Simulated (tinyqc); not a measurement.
Inside a calculation. Model: stacked nanosheet transistor, parasitic resistance, capacitance and delay.

Computed by the program tinyqc: `OMP_NUM_THREADS=1 python tinyqc.py 2170060 2170061 out.jsonl`, one thread of a shared Intel Xeon 2.30GHz, about 0.07 s for the whole run. Printed values are rounded.

Ns sheets share one contact on top; each has perimeter p = 2 (Ws + ts) and cross-section A = Ws ts; contact width Wc = Ws + 10 nm, stack height Hs = Ns pv. Sheet 1 is the top one. Contact length Lc = CPP - Lg - 2 Lsp, shared by two neighbouring gates. Source and drain sides are equal. The formulas are first-order estimates, not field solutions.

Values chosen for this exercise; values close to those of silicon logic devices: temperature T = 300 K; number of sheets Ns = 3; sheet width Ws = 15 nm; sheet thickness ts = 5 nm; vertical pitch of the sheets pv = 16 nm; vertical resistance between sheet levels rv = 239 ohm; contacted gate pitch CPP = 54 nm; gate length Lg = 14 nm; spacer length Lsp = 7 nm; relative permittivity of the spacer ks = 5.5; gate height above the channel stack Hc = 20 nm; contact resistivity rc = 7.3e-10 ohm cm^2; resistivity of the source-drain epitaxy re = 0.00079 ohm cm; current-carrying depth of the epitaxy te = 20 nm; resistivity of the extension rx = 0.00085 ohm cm; gate overlap Lov = 0.5 nm; inversion capacitance Cinv = 2.6 uF/cm^2; injection velocity vx = 1.4e7 cm/s; apparent mobility mu = 260 cm^2/(V s); threshold at zero drain voltage VT = 0.19 V; barrier lowering dl = 0.069 V/V; subthreshold factor n = 1.28; wire load Cw = 0.06 fF; supply voltage Vdd = 0.65 V.

Constants: q = 1.602176634e-19 C, kB = 1.380649e-23 J/K, eps0 = 8.8541878128e-12 F/m, Vt = kB T/q. Results are converted to the units shown.

## Geometry and resistances

Epitaxy sheet resistance Rsh = re/te, transfer length LT = sqrt(rc/Rsh), contact Rc = [sqrt(rc Rsh)/Wc] coth(Lc/(2 LT)); extension of one sheet Rx = rx Lsp/A. Effective width N p; for equal currents and rv = 0 one side has Rc + Rx/N.

Lc = 26 nm
effective width = 120 nm
Rsh = 395 ohm
LT = 13.5945 nm
Rc = 289.241 ohm
Rx = 793.333 ohm
one side times effective width = 66.4423 ohm um

Lc/2 is 0.96 transfer lengths, and Rc is 29 % above the area limit rc/(Wc Lc/2). The contact makes up 52.2 % of one side.

## Capacitances

With N sheets: gate Cg = Cinv p N Lg; per side, plate Cp = ks eps0 [Wc (Hs + Hc) - N A]/Lsp, top fringe Cf = (2/pi) ks eps0 Wc ln(1 + Lg/(2 Lsp)), overlap Co = Cinv p N Lov. Cs = Cp + Cf + Co. An inverter of two such devices driving an equal one has the load CL = 2 (Cg + 2 Cs) + 4 Cs + Cw (its own drains counted twice for the Miller effect).

Cg = 43.68 aF
Cp = 10.2614 aF
Cf = 0.537226 aF
Co = 1.56 aF
CL = 246.229 aF

The channel capacitance gives 35.5 % of CL, the parasitic parts 40.2 % and the wire 24.4 %.

## Iteration 1: sheet currents at Vgs = Vdd, Vds = Vdd/2

I at the start (uA): sheet 1 0, sheet 2 0, sheet 3 0

One sheet: I = p Q vx u/(1 + |u|^1.8)^(1/1.8), Q = Cinv n Vt ln(1 + exp((Vg' - VT + dl Vd')/(n Vt))), u = Vd' mu/(vx Lg), Vg' = Vgs - v, Vd' = Vds - 2 v, with the drop on each side v_j = Rc sum I + rv (sum over levels k = 2..j of the current of sheets k..Ns) + Rx I_j. I(new) = I + 0.5 (I(out) - I).

drop v (mV): sheet 1 0, sheet 2 0, sheet 3 0
I(out) (uA): sheet 1 67.5775, sheet 2 67.5775, sheet 3 67.5775
I after iteration 1 (uA): sheet 1 33.7887, sheet 2 33.7887, sheet 3 33.7887

## Iteration 2: sheet currents at Vgs = Vdd, Vds = Vdd/2

As before.

drop v (mV): sheet 1 56.1250, sheet 2 72.2760, sheet 3 80.3515
I(out) (uA): sheet 1 56.2664, sheet 2 52.4633, sheet 3 50.3792
I after iteration 2 (uA): sheet 1 45.0276, sheet 2 43.1260, sheet 3 42.0840

## Course of the iteration: sheet currents at Vgs = Vdd, Vds = Vdd/2

Stop when the largest change of I is below 1e-6 uA, or after 80 iterations.

Course of the iteration:

| iteration | total I (uA) | largest \|change\| of one entry (uA) |
|---|---|---|
| 1 | 101.366 | 33.8 |
| 2 | 130.238 | 11.2 |
| 3 | 136.685 | 3.58 |
| 4 | 138.030 | 1.19 |
| 5 | 138.368 | 0.417 |
| 6 | 138.471 | 0.152 |
| 7 | 138.506 | 0.0558 |
| 8 | 138.518 | 0.0207 |
| 9 | 138.523 | 7.67e-3 |
| 10 | 138.524 | 2.85e-3 |
| 11 | 138.525 | 1.06e-3 |
| 12 | 138.525 | 3.94e-4 |
| 13 | 138.525 | 1.47e-4 |
| 14 | 138.525 | 5.47e-5 |
| 15 | 138.525 | 2.04e-5 |
| 16 | 138.525 | 7.61e-6 |
| 17 | 138.525 | 2.84e-6 |
| 18 | 138.525 | 1.06e-6 |
| 19 | 138.525 | 3.97e-7 |

Converged in 19 iterations. At the end each change is about 0.37 times the one before: linear convergence. The bottom sheet carries 84.5 % of the current of the top one.

## Effective current, delay and energy

IH = I(Vdd, Vdd/2) = 138.525 uA
IL = I(Vdd/2, Vdd), solved likewise = 58.2192 uA

Ieff = (IH + IL)/2, delay CL Vdd/(2 Ieff), energy CL Vdd^2, with CL the load of an inverter that drives an equal one.

Ieff = 98.3722 uA
delay = 0.813485 ps
energy = 104.032 aJ

Without any series resistance Ieff would be 140 uA, so the resistances cost 29.9 %.
